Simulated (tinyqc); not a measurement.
Geometry optimisation on the RHF/sto-6g surface (energies and gradients from PySCF), for H4, spin multiplicity 1, step by step. One step of it, computed by the program tinyqc.

Question. Step 2: move. Quasi-Newton step p = -H^(-1) g (the inverse Hessian comes from BFGS updates; coordinates in the order x, y, z of each atom); steps longer than 0.3 bohr are cut back (factor 0.551 here).

positions after step 1 (bohr):
```
           x          y         z
1H  0.009777  -0.197184  0.067648
2H  0.026719  -0.192387  1.504140
3H  0.015103   1.980660  0.071239
4H  0.042888   2.016398  1.471241
```

gradient (hartree/bohr):
```
              x            y            z
1H  -0.00027872   0.16290728  -0.08436259
2H   0.00186759   0.16223434   0.08220067
3H  -0.00207548  -0.16495293  -0.06817253
4H   0.00048661  -0.16018869   0.07033445
```

inverse Hessian in use (bohr^2/hartree):
```
            1          2          3          4          5          6          7          8
1    3.333327   0.001645  -0.001000   0.000022   0.001622   0.000989  -0.000027  -0.001659
2    0.001645   3.010386   0.215664  -0.004819  -0.316544  -0.215036   0.006076   0.324784
3   -0.001000   0.215664   3.193678   0.003118   0.211845   0.138906  -0.003881  -0.217090
4    0.000022  -0.004819   0.003118   3.333264  -0.004734  -0.003101   0.000087   0.004851
5    0.001622  -0.316544   0.211845  -0.004734   3.023113  -0.211264   0.005974   0.318323
6    0.000989  -0.215036   0.138906  -0.003101  -0.211264   3.195201   0.003856   0.216474
7   -0.000027   0.006076  -0.003881   0.000087   0.005974   0.003856   3.333226  -0.006119
8   -0.001659   0.324784  -0.217090   0.004851   0.318323   0.216474  -0.006119   3.006712
9   -0.001080   0.263100  -0.164163   0.003660   0.259091   0.162780  -0.004483  -0.265125
10   0.000011  -0.002902   0.001763  -0.000039  -0.002862  -0.001744   0.000048   0.002926
11  -0.001609   0.314708  -0.210419   0.004702   0.308442   0.209826  -0.005932  -0.316486
12   0.001090  -0.263729   0.164912  -0.003677  -0.259673  -0.163553   0.004508   0.265742

            9         10         11         12
1   -0.001080   0.000011  -0.001609   0.001090
2    0.263100  -0.002902   0.314708  -0.263729
3   -0.164163   0.001763  -0.210419   0.164912
4    0.003660  -0.000039   0.004702  -0.003677
5    0.259091  -0.002862   0.308442  -0.259673
6    0.162780  -0.001744   0.209826  -0.163553
7   -0.004483   0.000048  -0.005932   0.004508
8   -0.265125   0.002926  -0.316486   0.265742
9    3.149470   0.001902  -0.257067   0.185246
10   0.001902   3.333314   0.002838  -0.001921
11  -0.257067   0.002838   3.026669   0.257660
12   0.185246  -0.001921   0.257660   3.146728
```

Give: positions after step 2.

Answer.

positions after step 2 (bohr):
```
         x        y       z
1H  0.0095  -0.3418  0.1206
2H  0.0256  -0.3388  1.4547
3H  0.0161   2.1281  0.0738
4H  0.0433   2.1599  1.4651
```
